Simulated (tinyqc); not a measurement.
# Punch-through p+-n junction, ionisation integral and breakdown: effects of single changes

A p+ layer at x < 0 and an n drift layer from x = 0 to L on an n+ substrate. Depletion approximation, built-in voltage neglected. Local ionisation coefficients alpha_n = an exp(-(bn/E)^mx), alpha_p = ap exp(-(bp/E)^mx). Electrons move towards +x, holes towards x = 0.

Values chosen for this exercise; material values close to those of gallium nitride: relative permittivity eps_r = 9.43; prefactor of the electron ionisation coefficient an = 2.97e8 1/cm; field constant for electrons bn = 3.25e7 V/cm; prefactor of the hole ionisation coefficient ap = 1.4e8 1/cm; field constant for holes bp = 1.89e7 V/cm; exponent mx = 1; electron mobility of the drift layer mu = 961 cm^2/(V s); donor density of the drift layer N = 2.6e16 cm^-3; thickness of the drift layer L = 2.8 um.

Constants: q = 1.602176634e-19 C, eps0 = 8.8541878128e-14 F/cm where lengths are in cm. Results are converted to the units shown.

Each table varies one quantity; the others keep the values above.

## Multiplication against voltage

W = sqrt(2 eps0 eps_r V/(q N)), peak field E0 = q N W/(eps0 eps_r), falling linearly to 0 at W; if W > L the layer is punched through: W = L, E0 = V/L + q N L/(2 eps0 eps_r), falling linearly to E1 = V/L - q N L/(2 eps0 eps_r). G(x) = integral from 0 to x of (alpha_n - alpha_p); I_n = integral of alpha_n exp(-G) (electrons injected at x = 0), I_p = integral of alpha_p exp(G(end) - G) (holes injected at the far edge); M = 1/(1 - I). Integrals on a fine grid; BV is where I_n = 1. Here BV = 533.207 V; the Miller exponent is n = ln(1 - 1/M)/ln(V/BV).

Multiplication against voltage:
```
V (V)  E0 (kV/cm)      I_n      I_p   M_n   M_p  Miller n, electrons  Miller n, holes
213        1.46e3  7.64e-7  0.00652  1.00  1.01                 15.3             5.48
267        1.65e3  1.32e-5   0.0368  1.00  1.04                 16.2             4.78
320        1.84e3  1.28e-4    0.138  1.00  1.16                 17.6             3.88
373        2.03e3  9.09e-4    0.371  1.00  1.59                 19.6             2.77
427        2.22e3  0.00606    0.708  1.01  3.42                 23.0             1.56
459        2.34e3   0.0203    0.872  1.02  7.79                 26.0            0.917
491        2.45e3   0.0838    0.964  1.09  27.5                 30.1            0.449
512        2.53e3    0.257    0.990  1.35  97.3                 33.5            0.254
525        2.57e3    0.573    0.997  2.34   369                 35.9            0.175
```

Read the table: what changes, and by how much?

M_n rises from 1.000 to 2.34 and M_p from 1.007 to 369; both diverge at BV. The Miller exponent for electrons rises from 15.3 to 35.9 and that for holes falls from 5.48 to 0.175, so one exponent describes neither over the whole range. The larger multiplication belongs to holes, whose coefficient at the peak field of the last row is 93.0 times the other.

## Effect of the drift doping

Same model as above.

Specific on-resistance Ron = L/(q mu N) with constant mobility and full ionisation.

Effect of the drift doping:
```
N (cm^-3)  BV (V)  E0 at BV (kV/cm)  W at BV (um)  Ron (mohm cm^2)  BV^2/Ron (MW/cm^2)  eps0 eps_r mu E0^3/4 (MW/cm^2)
2.2e15        599            2.20e3          2.80            0.827                 434                          2.13e3
4.2e15        598            2.25e3          2.80            0.433                 827                          2.28e3
8e15          595            2.34e3          2.80            0.227              1.56e3                          2.57e3
1.5e16        578            2.47e3          2.80            0.121              2.76e3                          3.01e3
2.9e16        519            2.63e3          2.80           0.0627              4.29e3                          3.65e3
5.6e16        369            2.81e3          2.62           0.0325              4.18e3                          4.47e3
1.1e17        217            3.03e3          1.43           0.0165              2.85e3                          5.56e3
2.1e17        132            3.26e3         0.808          0.00866              2.00e3                          6.93e3
```

What does the table show?

BV falls from 599 to 132 V while the critical field rises from 2200 to 3260 kV/cm. BV goes as N^(0.00) between the first two rows and N^(-0.77) between the last two (a coefficient proportional to E^7 gives -0.75 without punch-through). BV^2/Ron goes from 434 through a maximum of 4290 (at N = 2.9e16 among the rows listed) to 2000 MW/cm^2; the layer is punched through at breakdown in 5 of the 8 rows.

## Effect of the drift thickness

Same model as above.

The value eps0 eps_r mu E0^3/4 holds for a triangular field; a layer that punches through can exceed it.

Effect of the drift thickness:
```
L (um)  BV (V)  E0 at BV (kV/cm)  W at BV (um)  Ron (mohm cm^2)  BV^2/Ron (MW/cm^2)  eps0 eps_r mu E0^3/4 (MW/cm^2)
0.78       191            2.64e3         0.780           0.0195              1.87e3                          3.69e3
1.1        257            2.61e3          1.10           0.0275              2.41e3                          3.58e3
1.4        316            2.61e3          1.40           0.0350              2.85e3                          3.55e3
1.9        405            2.60e3          1.90           0.0475              3.45e3                          3.54e3
2.6        508            2.60e3          2.60           0.0649              3.97e3                          3.54e3
3.4        597            2.60e3          3.40           0.0849              4.19e3                          3.54e3
4.6        669            2.60e3          4.60            0.115              3.90e3                          3.54e3
6.2        679            2.60e3          5.22            0.155              2.98e3                          3.54e3
8.3        679            2.60e3          5.22            0.207              2.22e3                          3.54e3
```

What does the table show?

BV rises from 191 to 679 V and saturates once L exceeds the free depleted width of 5.22 um, while Ron keeps rising as L. BV^2/Ron goes from 1870 through a maximum of 4190 (at L = 3.4 um among the rows listed) to 2220 MW/cm^2. The best row has L = 0.65 of that width: the last part of the triangle adds little voltage but its full share of resistance.

tinyqc, about 0.1 s, one thread, Intel Xeon 2.30GHz (shared host): `OMP_NUM_THREADS=1 python tinyqc.py 2120135 2120136 out.jsonl`
